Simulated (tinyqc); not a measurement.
Luttinger-Kohn k.p, four valence bands, step by step. Computed by tinyqc, a small Python program that keeps every step. Settings: g1 = 4.67, g2 = 0.79, g3 = 1.67. Command: `OMP_NUM_THREADS=1 python tinyqc.py 24422 24423 out.jsonl` (the two numbers bound the seeds that draw the settings). One thread of a shared host (Intel(R) Xeon(R) Processor @ 2.60GHz), about 0.01 s of CPU time with the checks.

## Bloch Hamiltonian at k

Luttinger parameters chosen for this model; energies are counted downward from the top of the valence band:
```
parameter,value,unit
g1,4.670000,
g2,0.790000,
g3,1.670000,
```

k point k (1/angstrom): -0.03200  -0.01900  -0.01500

P = c g1 k^2, Q = c g2 (kx^2 + ky^2 - 2 kz^2), R = c sqrt3 [-g2 (kx^2 - ky^2) + 2i g3 kx ky], S = 2 c sqrt3 g3 (kx - i ky) kz, c = hbar^2/2m = 3.809982 eV angstrom^2; rows [P+Q, -S, R, 0], [-S*, P-Q, 0, R], [R*, 0, P-Q, S], [0, R*, S*, P+Q]. The path ends lie at |k| = 0.06 1/angstrom.

H(k) at k (eV), lower triangle (Hermitian):
```
,3/2,1/2,-1/2,-3/2
3/2,0.03146
1/2,-0.01058-0.00628i,0.02583
-1/2,-0.00346-0.01340i,0.00000,0.02583
-3/2,0.00000,-0.00346-0.01340i,0.01058+0.00628i,0.03146
```

## Levels at k

Diagonalise the Hermitian matrix.

eigenvalues (eV): 0.00992  0.00992  0.04738  0.04738

## Bands along a path

The same steps at evenly spaced points between the labelled ones.

Bands along the path (eV):
```
k,band 1,band 2,band 3,band 4
[111],0.01824,0.01824,0.10986,0.10986
[111]-G 0.20,0.01168,0.01168,0.07031,0.07031
[111]-G 0.40,0.00657,0.00657,0.03955,0.03955
[111]-G 0.60,0.00292,0.00292,0.01758,0.01758
[111]-G 0.80,0.00073,0.00073,0.00439,0.00439
G,0.00000,0.00000,0.00000,0.00000
G-[100] 0.20,0.00170,0.00170,0.00343,0.00343
G-[100] 0.40,0.00678,0.00678,0.01372,0.01372
G-[100] 0.60,0.01526,0.01526,0.03086,0.03086
G-[100] 0.80,0.02712,0.02712,0.05486,0.05486
[100],0.04238,0.04238,0.08572,0.08572
```

## Hole masses

E = c [g1 k^2 -/+ 2 sqrt(g2^2 k^4 + 3 (g3^2 - g2^2)(kx^2 ky^2 + ky^2 kz^2 + kz^2 kx^2))] with c = hbar^2/2m, and m* = hbar^2 k^2 / (2 E).

Masses (electron masses):
```
direction,heavy,light
[100],0.32362,0.16000
[110],0.59825,0.13040
[111],0.75188,0.12484
```
